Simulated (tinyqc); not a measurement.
Towards Landau levels: square lattice in a magnetic field (Harper-Hofstadter model).

Landau gauge, lattice period 1: the magnetic cell has q sites j = 0 to q - 1 along x. H_jj = -2 ty cos(ky + 2 pi p j/q), H_(j,j+1) = -tx, and the bond from q - 1 back to 0 is H_(q-1,0) = -tx exp(i q kx). The levels depend on k only through cos(q kx) and cos(q ky), so the band edges lie at (0, 0) and (pi/q, pi/q).

Inputs chosen for the exercise (out of a larger set: a lateral superlattice; not measured data): tx = 1 meV (hopping along x); ty = 1.4 meV (hopping along y).

Flux 1/Q. Near the bottom of the band the mass gives hbar wc = 4 pi sqrt(tx ty)/Q and E_0 = -2 (tx + ty) + hbar wc/2. For each Q, p = 1 and q = Q.

Lowest band (meV):
```
Q    centre     width      E_0  spacing to band 2  hbar wc
3   -2.8677     0.935  -2.3219             2.8677   4.9562
4   -3.2921     0.298  -2.9414             2.5920   3.7172
5   -3.5438    0.0984  -3.3131             2.1317   2.9737
6   -3.7219    0.0330  -3.5609             1.8578   2.4781
8   -3.9614   0.00382  -3.8707             1.5019   1.8586
12  -4.2209  5.60e-05  -4.1805             1.0796   1.2391
20  -4.4429  1.41e-08  -4.4283             0.6855   0.7434
```

The width falls from 0.935 to 1.4e-08 meV, by a factor 2.82 for each unit of Q at the end, so the band turns into a flat level. Its centre lies -0.546 meV from E_0 at Q = 3 and -0.015 meV at Q = 20; the spacing reaches 92 % of hbar wc, the shortfall coming from the non-parabolic band.

(tinyqc, `OMP_NUM_THREADS=1 python tinyqc.py 1250447 1250448 out.jsonl`, Intel(R) Xeon(R) Processor @ 2.30GHz, 1 thread, shared host, about 0.02 s.)
